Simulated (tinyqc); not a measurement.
Extrapolating accelerated tests: lateral field, substrate current, probability of reaching the oxide barrier and hot-carrier lifetime of a silicon transistor (pseudo-two-dimensional and lucky-electron models). Computed by tinyqc, a small Python program. Command: `OMP_NUM_THREADS=1 python tinyqc.py 3026306 3026307 out.jsonl hotcar walk`. One thread of a shared host (Intel(R) Xeon(R) Processor @ 2.30GHz), about 0.01 s of CPU time with the checks.

Local-field models: a lucky carrier gains its energy at the peak field over a path free of collisions. Voltages are magnitudes.

Inputs (values chosen for the exercise, modelled on a silicon n-channel):
```
quantity                             value                      unit
channel length L                       330                        nm
oxide thickness t                      6.1                        nm
junction depth x_j                      99                        nm
mobility mu                            380                cm^2/(V s)
saturation velocity v_s               0.81                  1e7 cm/s
threshold voltage V_T                 0.61                         V
gate voltage V_G                       1.8                         V
drain voltage V_D                      2.6                         V
ionisation prefactor A_i           1.7e+06                      1/cm
ionisation field B_i                   1.7                     MV/cm
hot-carrier mean free path lambda      8.7                        nm
oxide barrier phi_b                    3.1                        eV
interface-trap threshold phi_it        3.6                        eV
lifetime constant H                     50  s microampere/micrometre
```

Drain: abrupt.

Constants: eps_0 = 8.8541878128e-12 F/m.

Method:
- C_ox = 3.9 eps_0/t; F_sat = 2 v_s/mu; V_Dsat = V_ov F_sat L/(V_ov + F_sat L), V_ov = V_G - V_T; I_D/W = C_ox v_s (V_ov - V_Dsat).
- Scale length l = 0.22 t^(1/3) x_j^(1/2) (all in cm); F_m = sqrt(((V_D - V_Dsat)/l_e)^2 + F_sat^2), with l_e = l; length of the velocity-saturated region l_e ln((V_D - V_Dsat)/(l_e F_sat) + F_m/F_sat).
- Substrate current I_sub/I_D = (A_i/B_i)(V_D - V_Dsat) exp(-B_i/F_m); probability of reaching the oxide barrier exp(-phi_b/(e lambda F_m)); lifetime tau = (H/(I_D/W)) exp(phi_it/(e lambda F_m)).
- V_10 solves tau = 3.156e8 s at the given V_G. The extrapolation fits ln(tau) against 1/V_D at 1, 1.08, 1.16 and 1.25 times the given V_D (rounded to 3 digits) by least squares and reads off the same tau.

V_Dsat = 0.644684 V

Stress points:
```
V_D (V)  1/V_D (1/V)  tau (s)
2.60         0.38462    44959
2.81         0.35587    13835
3.02         0.33113     5224
3.25         0.30769     2147
```

ten-year drain voltage V_10 = 1.7640 V

V_10 from the 1/V_D extrapolation = 1.6421 V

What follows from these numbers?

The extrapolation is 122 mV below the true value: ln(tau) is nearly linear in 1/(V_D - V_Dsat), not in 1/V_D, so the straight line errs on the safe side when one extrapolates down. At V_10 the available energy e V_D is below phi_it, so the model understates the lifetime there.

Extremes, crossings and ranges named in words are read from the listed rows.
